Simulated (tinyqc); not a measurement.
Kinetic Monte Carlo and master equation for a particle on a ring of sites with traps and bias: one step, computed by the program tinyqc. Command: `OMP_NUM_THREADS=1 python tinyqc.py 3024976 3024977 out.jsonl kmc walk`. One thread of a shared host (Intel(R) Xeon(R) Processor @ 2.30GHz), about 0.1 s of CPU time with the checks.

6 sites on a ring, numbered 1 to 6. The saddle between i and i+1 lies at E0 + s b_i and site i at s eps_i; a force F tilts the landscape, with the saddle half-way.

Question. Rate table. Rates: k(i to i+1) = nu exp(-(E0 + s b_i - s eps_i - F a/2)/(k_B T)), k(i to i-1) = nu exp(-(E0 + s b_(i-1) - s eps_i + F a/2)/(k_B T)). Share right = k right/(k right + k left); mean stay = 1/(k right + k left).

Inputs (values chosen for the exercise, for a model defect):

| quantity | value | unit |
|---|---|---|
| reference barrier E0 | 0.62 | eV |
| scale factor s of the disorder | 1 | - |
| attempt frequency nu | 11 | THz |
| temperature T | 600 | K |
| site spacing a | 2.2 | angstrom |
| force F along the ring | 0.034 | eV/angstrom |

Disorder: both.

site energies eps_i (eV): -0.1  0  0  0  0  -0.031

saddle shifts b_i between sites i and i+1 (eV): 0.041  0.0097  -0.052  0.075  -0.065  0.0095

Constants: k_B = 8.617333262e-05 eV/K.

Give: Rates, shares of right hops and mean stays.

Answer.

Rates, shares of right hops and mean stays:

| site | k right (1/s) | k left (1/s) | share right | mean stay (s) |
|---|---|---|---|---|
| 1 | 9.192e+06 | 3.978e+06 | 0.6979 | 7.593e-08 |
| 2 | 1.165e+08 | 1.497e+07 | 0.8862 | 7.607e-09 |
| 3 | 3.842e+08 | 2.742e+07 | 0.9334 | 2.429e-09 |
| 4 | 3.295e+07 | 9.042e+07 | 0.2671 | 8.106e-09 |
| 5 | 4.940e+08 | 7.754e+06 | 0.9845 | 1.993e-09 |
| 6 | 6.421e+07 | 6.384e+07 | 0.5015 | 7.810e-09 |

The particle stays longest on site 1, 38.1 times as long as on the quickest site.
